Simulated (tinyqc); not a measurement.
Cluster expansion of a binary alloy: correlations, fit, cross-validation and ground states: one step, computed by the program tinyqc.

s = +1 for A and -1 for B. Energy per site E = J0 + J1 P(point) + sum over clusters of m V P, with P the mean product of spins; V > 0 on a pair favours unlike neighbours. Clusters per site m: pair 1 4, pair 2 3, pair 3 6, triplet 12; the triplet is two first-neighbour bonds closed by a second-neighbour bond. Formation energies are counted from the line between pure A and pure B, which removes J0 and J1.

Problem. Normal equations for V1, V2, Vt. Leave out pair 3: A = X^T X and b = X^T E (E being the data with noise) over these three columns; solve A V = b. The root-mean-square error runs over the structures between the pure ends.

Lattice: bcc.

X:
```
                    pair 1    pair 2    pair 3    triplet
A                  0.00000   0.00000   0.00000    0.00000
A3B D0_3          -4.00000  -3.00000   0.00000  -12.00000
A3B (001) layers  -4.00000  -1.00000  -4.00000   -4.00000
A2B C11_b         -5.33333  -1.33333  -5.33333   -5.33333
AB B2             -8.00000   0.00000   0.00000    0.00000
AB B32            -4.00000  -6.00000   0.00000    0.00000
A2B2 B11          -4.00000  -2.00000  -8.00000    0.00000
AB (110) layers   -4.00000  -4.00000  -8.00000    0.00000
AB2 C11_b         -5.33333  -1.33333  -5.33333    5.33333
AB3 D0_3          -4.00000  -3.00000   0.00000   12.00000
AB3 (001) layers  -4.00000  -1.00000  -4.00000    4.00000
B                  0.00000   0.00000   0.00000    0.00000
```

data (meV/site): A 0.00000, A3B D0_3 3.65090, A3B (001) layers 18.64060, A2B C11_b 28.21170, AB B2 60.18410, AB B32 17.15910, A2B2 B11 24.29950, AB (110) layers 20.26040, AB2 C11_b 45.52587, AB3 D0_3 44.19920, AB3 (001) layers 34.37760, B 0.00000

Give: matrix A; b; fitted V1, V2, Vt; root-mean-square error of the three-cluster fit.

Solution.

matrix A:
```
       V1    V2     Vt
V1  232.9  94.2    0.0
V2   94.2  79.6    0.0
Vt    0.0   0.0  376.9
```

b (meV): -1525  -527  642

fitted V1, V2, Vt (meV): -7.423  2.161  1.703

root-mean-square error of the three-cluster fit = 0.9169 meV/site
